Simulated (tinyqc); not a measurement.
Born-Oppenheimer dynamics on the UHF/sto-3g surface (energies and gradients from PySCF), for H2+, spin multiplicity 2, step by step. Computed by tinyqc, a small Python program that keeps every step (integrals from PySCF). Settings: charge = 1, multiplicity = 2, basis = sto-3g, time step (fs) = 0.5, steps = 24. Command: `OMP_NUM_THREADS=1 python tinyqc.py 23895 23896 out.jsonl` (the two numbers bound the seeds that draw the settings). One thread of a shared host (Intel(R) Xeon(R) Processor @ 2.60GHz), about 0.2 s of CPU time with the checks.

positions (bohr):
```
           x         y         z
1H  0.000000  0.000000  0.000000
2H  0.000000  0.000000  1.483435
```

The total energy should stay constant up to terms of order dt^2; the step counts as short enough if it moves by less than 2 % of the largest kinetic energy.

Trajectory:

| time (fs) | 1H-2H (angstrom) | potential (hartree) | kinetic (hartree) | total (hartree) |
|---|---|---|---|---|
| 0.000000 | 0.785000 | -0.55243551 | 0.00008018 | -0.55235533 |
| 0.500000 | 0.799407 | -0.55620667 | 0.00364636 | -0.55256030 |
| 1.000000 | 0.846358 | -0.56626513 | 0.01328191 | -0.55298322 |
| 1.500000 | 0.916919 | -0.57611378 | 0.02291199 | -0.55320179 |
| 2.000000 | 1.000789 | -0.58169479 | 0.02851254 | -0.55318225 |
| 2.500000 | 1.089224 | -0.58249479 | 0.02943343 | -0.55306136 |
| 3.000000 | 1.175866 | -0.57980310 | 0.02686672 | -0.55293638 |
| 3.500000 | 1.256497 | -0.57521696 | 0.02237336 | -0.55284360 |
| 4.000000 | 1.328509 | -0.57000020 | 0.01721456 | -0.55278564 |
| 4.500000 | 1.390384 | -0.56497122 | 0.01221766 | -0.55275357 |
| 5.000000 | 1.441292 | -0.56059482 | 0.00785717 | -0.55273765 |
| 5.500000 | 1.480810 | -0.55710704 | 0.00437635 | -0.55273070 |
| 6.000000 | 1.508747 | -0.55461375 | 0.00188557 | -0.55272818 |
| 6.500000 | 1.525027 | -0.55315500 | 0.00042750 | -0.55272750 |
| 7.000000 | 1.529626 | -0.55274246 | 0.00001505 | -0.55272741 |
| 7.500000 | 1.522540 | -0.55337798 | 0.00065041 | -0.55272757 |
| 8.000000 | 1.503777 | -0.55505844 | 0.00232995 | -0.55272849 |
| 8.500000 | 1.473366 | -0.55776824 | 0.00503655 | -0.55273169 |
| 9.000000 | 1.431402 | -0.56145722 | 0.00871713 | -0.55274008 |
| 9.500000 | 1.378115 | -0.56599828 | 0.01323954 | -0.55275874 |
| 10.000000 | 1.313995 | -0.57111617 | 0.01832071 | -0.55279545 |
| 10.500000 | 1.239991 | -0.57628159 | 0.02342135 | -0.55286023 |
| 11.000000 | 1.157817 | -0.58058572 | 0.02762491 | -0.55296081 |
| 11.500000 | 1.070375 | -0.58267241 | 0.02958276 | -0.55308965 |
| 12.000000 | 0.982297 | -0.58093068 | 0.02773117 | -0.55319952 |

Is the time step short enough?

No. The total energy moves within 8.5e-04 hartree; that is over 2 % of the largest kinetic energy, so the time step is too long.
